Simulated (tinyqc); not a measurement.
Worked calculation: spin coating of a resist or spin-on film: centrifugal thinning, evaporation and the final thickness (Emslie and Meyerhofer models). Computed by tinyqc, a small Python program that keeps every step. Command: `OMP_NUM_THREADS=1 python tinyqc.py 3111430 3111431 out.jsonl spincoat walk`. One thread of a shared host (Intel(R) Xeon(R) Processor @ 2.30GHz), about 0.1 s of CPU time with the checks. Intermediate numbers are printed to about 7 digits and carried at full precision; extremes and crossings named in words are read from the listed rows.

A Newtonian film stays uniform over the wafer; solvent and solids have the same density and the concentration is uniform through the thickness.

Inputs (values chosen for the exercise, of the order of those of a polymer resist in an ester solvent):

| quantity | value | unit |
|---|---|---|
| solids volume fraction c0 | 0.18 | - |
| kinematic viscosity of the solvent nu_s | 0.78 | mm^2/s |
| viscosity constant k | 970 | mm^2/s |
| viscosity exponent gamma | 3.4 | - |
| spin speed f | 1000 | rpm |
| evaporation rate at 1000 rpm e0 | 0.09 | micrometre/s |
| starting thickness h0 | 800 | micrometre |
| time t | 0.8 | s |
| wafer radius R | 100 | mm |
| shrinkage in the bake | 4.9 | % |

## Rates

omega = 2 pi f/60; nu(c) = nu_s + k c^gamma; evaporation rate e = e0 sqrt(f/1000 rpm). Flow constant K = 2 omega^2/(3 nu(c0)); Reynolds number of the air omega R^2/nu_air with nu_air = 15 mm^2/s.

omega = 104.7198 1/s

nu(c0) = 3.629038 mm^2/s

evaporation rate e = 0.09 micrometre/s

flow constant K = 0.002014533 1/(micrometre^2 s)

Reynolds number of the air = 69813.17

## Thinning without evaporation

dh/dt = -K h^3 gives h = h0/sqrt(1 + 2 K h0^2 t); for long times h = 1/sqrt(2 K t).

h(t) without evaporation = 17.60952 micrometre

long-time form = 17.61379 micrometre

time 1/(2 K h0^2) = 3.878069e-04 s

The long-time form is within 0.024 %: the starting thickness is forgotten.

## The two-stage estimate

Meyerhofer estimate: flow rules until (1 - c0) K h^3 = e, then evaporation alone: h_w = (e/((1 - c0) K))^(1/3), dry film c0 h_w.

wet thickness h_w = 3.790979 micrometre

dry film, estimate = 682.3763 nm

drying time (1 - c0) h_w/e = 34.54003 s

## First explicit step of the full model

Solids s and liquid l per area start at s = c0 h0, l = (1 - c0) h0. With h = h0 and c = c0: Q = K h^3, K = 2 omega^2/(3 nu); one Euler step of length dt = 0.01 h0/Q for s and l, ds/dt = -c Q, dl/dt = -(1 - c) Q - e.

Q = 1031441 micrometre/s

dt = 7.756139e-06 s

s = 142.56 micrometre

l = 649.4400 micrometre

Q/e at the start = 1.146046e+07

## The full model

Full model for solids s and liquid l per area, h = s + l, c = s/h: ds/dt = -c Q, dl/dt = -(1 - c) Q - e, Q = 2 omega^2 h^3/(3 nu(c)); integrated adaptively (relative tolerance 1e-9) until l = 0. Dry film = s at l = 0, before the bake; film after the bake = s x (1 - shrinkage).

time to dry = 46.10141 s

dry film = 800.3757 nm

film after the bake = 761.1573 nm

## Course in time

Times are fractions of the time to dry.

History:

| fraction | t (s) | h (micrometre) | c | nu (mm^2/s) | Q/e | s (nm) |
|---|---|---|---|---|---|---|
| 0.003 | 0.13830 | 42.30253 | 0.1800354 | 3.6309 | 1.693569e+03 | 7615.953 |
| 0.010 | 0.46101 | 23.19122 | 0.1802150 | 3.6406 | 2.783032e+02 | 4179.405 |
| 0.030 | 1.38304 | 13.38859 | 0.1811192 | 3.6897 | 5.283655e+01 | 2424.929 |
| 0.100 | 4.61014 | 7.31471 | 0.1869263 | 4.0193 | 7.909788e+00 | 1367.312 |
| 0.200 | 9.22028 | 5.12785 | 0.2003632 | 4.8816 | 2.243713e+00 | 1027.432 |
| 0.350 | 16.13549 | 3.75651 | 0.2313701 | 7.4699 | 5.764531e-01 | 869.143 |
| 0.500 | 23.05071 | 2.93383 | 0.2792802 | 13.4655 | 1.523375e-01 | 819.362 |
| 0.700 | 32.27099 | 2.04987 | 0.3915008 | 40.7803 | 1.715737e-02 | 802.525 |
| 0.900 | 41.49127 | 1.21539 | 0.6585958 | 235.2441 | 6.199365e-04 | 800.448 |

Q/e drops below 1 between t = 9.2 and 16 s, when c has risen from 0.18 to about 0.231; after that row the solids fall by a further 8 %. The full model gives 1.17 times the two-stage estimate.

## Spin curve

The formulas are those given above.

Dry film against speed:

| f (rpm) | full model (nm) | estimate (nm) | time to dry (s) |
|---|---|---|---|
| 500 | 1131.902 | 965.0258 | 92.20205 |
| 1000 | 800.376 | 682.3763 | 46.10141 |
| 1500 | 653.504 | 557.1579 | 30.73436 |
| 2000 | 565.951 | 482.5129 | 23.05080 |
| 3000 | 462.097 | 393.9701 | 15.36722 |
| 4000 | 400.188 | 341.1881 | 11.52543 |
| 6000 | 326.752 | 278.5789 | 7.68362 |

The full thickness goes as f^-0.500; the estimate as (e/omega^2)^(1/3) = f^(-1/2). The time to dry goes as f^-1.00. A thickness window of 1 % allows a speed error of about 2 %.

Checks made by the program: constant-viscosity run against c0 h0 exp(-int K h^2 dt) (relative difference 2e-05).
